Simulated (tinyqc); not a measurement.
From results back to parameters: carrier statistics of a doped semiconductor with parabolic bands.

Problem. ni^2 = C^2 (T/300 K)^3 exp(-Eg(T)/kB T) with Eg(T) = Eg0 - al T^2/(T + be). Two intrinsic densities were computed from hidden Eg0 and C = sqrt(Nc Nv) at 300 K.

Constants: kB = 8.617333262e-05 eV/K.

Parameters, chosen for this exercise (near those of GaAs; the results hold for these values, not for the real material):
- al = 0.000515 eV/K (Varshni alpha)
- be = 192 K (Varshni beta)
- T1 = 300 K
- T2 = 480 K

ni(T1) = 2.12327e+06 1/cm^3
ni(T2) = 3.62892e+11 1/cm^3

Find: Eg0; C.

Solution. y(T) = 2 ln ni - 3 ln(T/300) - al T/((T + be) kB) equals 2 ln C - Eg0/(kB T), a straight line in 1/T; two points give slope and intercept.

Eg0 = 1.521 eV
C = 2.05e+18 1/cm^3

tinyqc: `OMP_NUM_THREADS=1 python tinyqc.py 1682789 1682790 out.jsonl`; about 0.01 s, one thread, shared Intel(R) Xeon(R) Processor @ 2.30GHz.
